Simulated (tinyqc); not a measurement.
Epitaxial growth on a vicinal surface: Burton-Cabrera-Frank step flow, step-edge barrier and island nucleation: one step, computed by the program tinyqc.

Adatoms land at rate F, hop on a square grid (a simplification for hexagonal faces), desorb, or join steps. Lengths are in units of a and n is the adatom coverage. Steps ascend at x = 0 and descend at x = l.

Problem. Scales. D = nu exp(-E_d/(k_B T)) (a^2/s, nu counted per direction); tau = exp(E_a/(k_B T))/nu; x_s = sqrt(D tau); n_eq = exp(-E_f/(k_B T)); terrace width l = h/(a tan(miscut)); Schwoebel length l_s = exp(E_s/(k_B T)) - 1. Temperatures in kelvin are T(C) + 273.15.

Inputs (values chosen for the exercise, close to those used for GaN(0001)):

| quantity | value | unit |
|---|---|---|
| site spacing a | 3.19 | angstrom |
| step height h | 2.59 | angstrom |
| diffusion barrier E_d | 1.32 | eV |
| desorption energy E_a | 2.76 | eV |
| adatom formation energy E_f | 1.13 | eV |
| step-edge barrier E_s | 0 | eV |
| attempt frequency nu | 1 | THz |
| miscut angle | 8 | degrees |
| temperature T | 1030 | C |

Constants: k_B = 8.617333262e-05 eV/K.

Give: D; lifetime tau; diffusion length x_s; equilibrium coverage n_eq; terrace width l; Schwoebel length l_s.

Solution.

D = 7.853e+06 a^2/s

lifetime tau = 0.04720 s

diffusion length x_s = 608.9 a

equilibrium coverage n_eq = 4.264e-05

terrace width l = 5.777 a

Schwoebel length l_s = 0 a

l/x_s = 0.00949: nearly every adatom reaches a step.
